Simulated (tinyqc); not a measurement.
Read current of a NAND string, cells in series solved by shooting: one step of the calculation.

Cells in series, numbered from 0 at the source line (0 V) to the bit line, each followed by a gap resistance Rg. A cell with gate Vg, threshold VT, source Vs and drain Vd passes I = 2 nf K Vt^2 [F(Vs) - F(Vd)]/(1 + th max(Vg - VT, 0)), F(V) = ln^2(1 + exp((Vg - VT - nf V)/(2 nf Vt))). The selected cell has Vg = Vr, the others Vg = Vp.

Problem. Node voltages for a trial current. For a trial current I start at 0 V and, cell by cell (the selected one is cell 2), solve for the drain: sqrt(F(Vd)) = sqrt(F(Vs) - I/k), k = 2 nf K Vt^2/(1 + th max(Vg - VT, 0)), Vd = [Vg - VT - 2 nf Vt ln(exp(sqrt F) - 1)]/nf, then add I Rg.

Values chosen for this exercise; values of the order met in vertical NAND strings: temperature T = 358 K; gain factor of a cell K = 9.4 uA/V^2; slope factor nf = 2.5; mobility reduction factor th = 0.1 1/V; resistance of the gap between cells Rg = 16 kohm; bit-line voltage Vbl = 0.4 V; pass voltage Vp = 7.3 V; read voltage on the selected word line Vr = 3.45 V.

Constants: q = 1.602176634e-19 C, kB = 1.380649e-23 J/K, Vt = kB T/q. Results are converted to the units shown.

first trial current = 0.84 uA
thresholds from the source end, cell 0 to 5 (V): [3.2, -1.5, 1.9, -1.5, -1.5, 3.2]

Wanted: node voltage after each cell and gap, trial 1.

Solution.

node voltage after each cell and gap, trial 1, cell 0 to 5 (V): [0.044465, 0.077294, 0.17307, 0.20665, 0.24044, 0.29036]

tinyqc, about 0.5 s, one thread, Intel Xeon 2.30GHz (shared host): `OMP_NUM_THREADS=1 python tinyqc.py 2142121 2142122 out.jsonl`
